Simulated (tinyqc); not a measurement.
# Crystallisation kinetics and data retention of a phase-change cell: two studies

Johnson-Mehl-Avrami-Kolmogorov law X = 1 - exp(-y^n), y = integral of k dt, k = (1/100 s) exp[-(Ec q/kB)(1/T - 1/T1)].

Parameters, values chosen for the exercise; values of the order of Ge-Sb-Te and related chalcogenides:
- Ec = 3.04 eV (activation energy of crystallisation)
- T1 = 467 K (temperature at which the rate k is 1/(100 s))
- n = 3 (Avrami exponent)
- Xf = 0.2 (crystalline share at which the state is lost)
- T = 388 K (storage temperature)

Constants: q = 1.602176634e-19 C, kB = 1.380649e-23 J/K. Results are converted to the units shown.

Each table varies one quantity; the others keep the values above.

## Kissinger analysis

Tp is the temperature of the largest dX/dt on a ramp of rate b (b in K/min in the logarithm).

Kissinger analysis:
```
b (K/min)	Tp (K)	q/kB Tp (1/eV)	ln(b/Tp^2)	X at the peak
0.5	455.4	25.48	-12.94	0.6291
1	459.4	25.26	-12.26	0.6290
2	463.4	25.04	-11.58	0.6290
5	468.9	24.75	-10.69	0.6290
10	473.2	24.52	-10.02	0.6289
20	477.5	24.30	-9.341	0.6289
50	483.4	24.01	-8.449	0.6289
100	487.9	23.79	-7.775	0.6288
```

Tp rises from 455 to 488 K. The slope of ln(b/Tp^2) against q/kB Tp between the end rows is -3.039 eV, against Ec = 3.04 eV, and X at the peak stays near 1 - 1/e = 0.632 (0.629 to 0.629).

## Effect of the activation energy at a fixed measured point

Same model as above.

At fixed T the state fails at t = (-ln(1 - Xf))^(1/n)/k; ten years are 3.15576e8 s. k at T1 is held.

Effect of the activation energy at a fixed measured point:
```
Ec (eV)	temperature for ten years (K)	time to fail at T (years)
1.5	330.1	0.003799
1.8	347.0	0.01733
2.1	360.2	0.07908
2.4	370.8	0.3608
2.7	379.5	1.646
3	386.8	7.510
3.3	392.9	34.27
3.6	398.2	156.3
```

What does the comparison show?

The ten-year temperature rises from 330 to 398 K, and the projected life at 388 K spans 4.61 decades: an error of 0.1 eV changes it by a factor of 1.66.

Range of the model: One Arrhenius rate is assumed; incubation, growth from the boundary and the non-Arrhenius kinetics of the supercooled liquid are left out.

tinyqc, about 0.05 s, one thread, Intel Xeon 2.30GHz (shared host): `OMP_NUM_THREADS=1 python tinyqc.py 2490153 2490154 out.jsonl`
